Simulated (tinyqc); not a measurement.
Hubbard chain of 4 sites, step by step. One step of it, computed by the program tinyqc.

Task: Mean-field iteration 1. H(up) = T + U n(down), H(down) = T + U n(up); fill the lowest levels; n(new) = n + mixing (n(out) - n); E = tr T (rho up + rho down) + U sum n_up n_down of the output.

one-body matrix (hopping and site energies) (eV), lower triangle:
```
           1          2          3          4
1   0.230000
2  -0.560000  -0.680000
3   0.000000  -0.560000   0.250000
4   0.000000   0.000000  -0.560000  -0.320000
```

U = 3.500000 eV

electrons, up and down: 2  2

mixing = 1

n(up) at the start (a guess, not normalised): 1 0.950000, 2 0.050000, 3 0.950000, 4 0.050000

n(down) at the start (a guess): 1 0.050000, 2 0.950000, 3 0.050000, 4 0.950000

Give: levels, up; levels, down; energy; n(up) after iteration 1; n(down) after iteration 1.

Result:

levels, up (eV): 0.1062  0.3642  2.8451  3.1645

levels, down (eV): -0.6655  -0.2128  3.5910  3.7673

energy = -1.0711 eV

n(up) after iteration 1: 1 0.9534, 2 0.0879, 3 0.9218, 4 0.0369

n(down) after iteration 1: 1 0.0172, 2 0.9668, 3 0.0362, 4 0.9798
